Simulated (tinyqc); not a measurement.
The decay curve: photoconductance decay in a wafer: bulk and surface recombination modes, and iron detection by pair splitting. Computed by tinyqc, a small Python program. Command: `OMP_NUM_THREADS=1 python tinyqc.py 3110935 3110936 out.jsonl pcd walk`. One thread of a shared host (Intel(R) Xeon(R) Processor @ 2.30GHz), about 0.01 s of CPU time with the checks.

Both faces of the wafer have the same S; injection is low and all coefficients are constant. x runs from -W/2 to W/2.

Inputs (values chosen for the exercise, modelled on p-type silicon):
```
quantity                          value         unit
thickness W                         775   micrometre
diffusivity D                      22.9       cm^2/s
bulk lifetime tau_b without iron    680  microsecond
surface recombination velocity S  80000         cm/s
absorption coefficient alpha         27         1/cm
```

Method:
- Even modes cos(a x) obey b tan b = S W/(2 D) with b = a W/2, odd modes sin(a x) obey -b cot b = S W/(2 D); each decays at the rate 1/tau_b + D a^2.
- tau_eff is the decay time of the first mode. The surface time is 1/(D a^2) of that mode; shortcuts for it are W/(2 S), W^2/(pi^2 D) and their sum, whose error is sum/surface time - 1.
- Light from one face makes n(x, 0) proportional to exp(-alpha (x + W/2)). Only even modes carry the thickness average: weight c_n = [sin b/b] int n cos(a x) dx / (int cos^2(a x) dx x mean n), with int exp(-alpha (x + W/2)) cos(a x) dx = [alpha cos b (1 - E) + a sin b (1 + E)]/(alpha^2 + a^2), E = exp(-alpha W), and int cos^2 = W/2 + sin(2 b)/(2 a).
- Mean density = sum_n c_n exp(-t/tau_n) over 60 modes; the local decay time is -1/(d ln n/dt).

W^2/(pi^2 D) = 26.5747 microsecond

tau_eff = 25.9400 microsecond

Decay:
```
t / (W^2/(pi^2 D))  t (microsecond)  mean density/start  local decay time (microsecond)
0.02                          0.531             0.87997                           7.653
0.05                          1.329             0.81083                          11.765
0.10                          2.657             0.73704                          15.965
0.20                          5.315             0.63860                          20.794
0.50                         13.287             0.45634                          25.361
1.00                         26.575             0.27262                          25.928
2.00                         53.149             0.09786                          25.940
```

What does the comparison show, and why?

The local decay time goes from 7.65 to 25.9 microsecond against tau_eff = 25.9. Early on higher modes speed the decay, so a fit must start late.
